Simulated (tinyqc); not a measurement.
Smearing for a one-band metal on the square lattice: one step. Levels on the mesh. Two cases, with inputs chosen for the exercise.

Question. Evaluate the band and collect equal energies with their counts.

Lattice vectors (units of a): a1 = (1, 0), a2 = (0, 1). E(k) = -t A_1(k) - t2 A_2(k), A_m the sum of cos(k . R) over the 4 nearest and 4 second lattice vectors. Mesh k = sum (j_i/N) b_i, j_i = 0 .. N-1.

Give: Distinct levels.

Case 1.

Values chosen: t = 1.34 eV (nearest hopping); t2 = 0.09 eV (second hopping); N = 4 (unshifted mesh).

Answer.

Distinct levels:
```
E_k (eV)  points
-5.7200        1
-2.6800        4
0.0000         4
0.3600         2
2.6800         4
5.0000         1
```

6 distinct levels; the mean spacing is 2.144 eV.

Case 2.

Values chosen: t = 1.24 eV (nearest hopping); t2 = 0.33 eV (second hopping); N = 6 (unshifted mesh).

Answer.

Distinct levels:
```
E_k (eV)  points
-6.2800        1
-4.3800        4
-2.8100        4
-0.5800        4
0.3300         8
1.3200         2
1.9000         4
2.1500         4
3.0600         4
3.6400         1
```

10 distinct levels; the mean spacing is 1.102 eV.

Computed by tinyqc, one run a case: `OMP_NUM_THREADS=1 python tinyqc.py N N+1 out.jsonl` with N = 1651845, 1651848; one thread of a shared Intel(R) Xeon(R) Processor @ 2.30GHz, about 0.08 s a run at most.
